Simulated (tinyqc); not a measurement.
Undoped gate-all-around wire MOSFET, analytic charge model: one step of the calculation.

An undoped round wire of radius R under an insulator shell and a surrounding gate; long channel, electrons only, n = ni exp((psi - V)/Vt) with V the quasi-Fermi potential (0 at the source, Vd at the drain), constant mobility, no quantisation. The radial Poisson equation gives n(r) = n(0)/(1 - (1 - b) r^2/R^2)^2 with b = Q0/(Q + Q0). Q is the electron charge per area of the wire surface.

Problem. Charge at the source by Newton steps. With V = 0: f = Q/Cox + Vt ln(Q/Q0) + Vt ln(1 + Q/Q0) - (Vg - V0); f' = 1/Cox + Vt/Q + Vt/(Q + Q0); Q(new) = Q - f/f'.

Values chosen for this exercise: temperature T = 250 K; gate voltage Vg = 0.81 V.

Constants: q = 1.602176634e-19 C, kB = 1.380649e-23 J/K, Vt = kB T/q. Results are converted to the units shown.

Q at the start = 22 nC/cm^2
Cox = 4.1767798 uF/cm^2
Q0 = 215.16455 nC/cm^2
V0 = 0.81465162 V

Give: f; f'; Q after iteration 1.

Solution.

f = -0.037110 V
f' = 0.0013095 V cm^2/nC
Q after iteration 1 = 50.339 nC/cm^2

Numbers from tinyqc (`OMP_NUM_THREADS=1 python tinyqc.py 2460141 2460142 out.jsonl`; about 0.03 s on one thread of a shared Intel Xeon 2.30GHz).
